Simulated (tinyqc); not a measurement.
Level against rehybridisation: Weaire-Thorpe hybrids on a Bethe lattice: gap and dangling bond of an amorphous tetrahedral solid.

Four sp3 hybrids an atom at energy 0, coupled by -V1 on the atom and by -V2 along a bond; the bonds form a tree (no rings). For any network the gap runs at least from -V2 + V1 to V2 - 3 V1, and p-like states pile up at -V2 + V1 and V2 + V1. On the tree the gap is wider: it ends at Ec = -V1 + sqrt(V2^2 + 4 V1^2 - 2 sqrt3 V1 V2), which makes it well wider than the gaps of the real glasses. A branch seen from a hybrid has the self-energy S = V2^2 g, where g is the Green function of the hybrid across the bond, whose three partners carry S themselves. With a = z - V1, b = a - S: g = 1/(a + V1 b/(b + 3 V1)), z = E + i eta. A full atom has G = (1/b)(b + 3 V1)/(b + 4 V1) per hybrid; a dangling hybrid with shift dh has G = 1/(1/g - dh).

Parameters, chosen for this exercise (out of a larger set: of the size of tabulated hybrid energies for tetrahedral carbon; not measured data): V1 = 2.05 eV (coupling of two hybrids on one atom); V2 = 10.2 eV (coupling of the two hybrids of a bond).

Root of 1/g(E) = dh for eta = 0 in the gap of the tree, between Ev = -V2 + V1 and Ec; a dash: none. A flatter atom makes the hybrid more p-like (dh > 0, up to V1), a more pyramidal one more s-like (dh < 0).

Level:
```
dh (eV)   E (eV)  above Ev (eV)  weight
-3.0     -2.6510         5.4990   0.880
-2.5     -2.2102         5.9398   0.883
-2.0     -1.7680         6.3820   0.885
-1.5     -1.3252         6.8248   0.886
-1.0     -0.8825         7.2675   0.885
-0.5     -0.4405         7.7095   0.883
0.0       0.0000         8.1500   0.879
0.5       0.4381         8.5881   0.873
1.0       0.8727         9.0227   0.865
```

What can be read from this table?

A level exists for 9 of the 9 rows, from dh = -3 (5.499 eV above Ev) to 1 (9.023 eV); the gap of the tree is 13.058 eV. Its slope dE/d(dh) is the weight, largest at dh = -1.5 (0.89). A level that rises as the atom flattens is why an emptied dangling bond relaxes flat and a doubly filled one pyramidal.

tinyqc: `OMP_NUM_THREADS=1 python tinyqc.py 1452868 1452869 out.jsonl`; about 0.02 s, one thread, shared Intel(R) Xeon(R) Processor @ 2.30GHz.
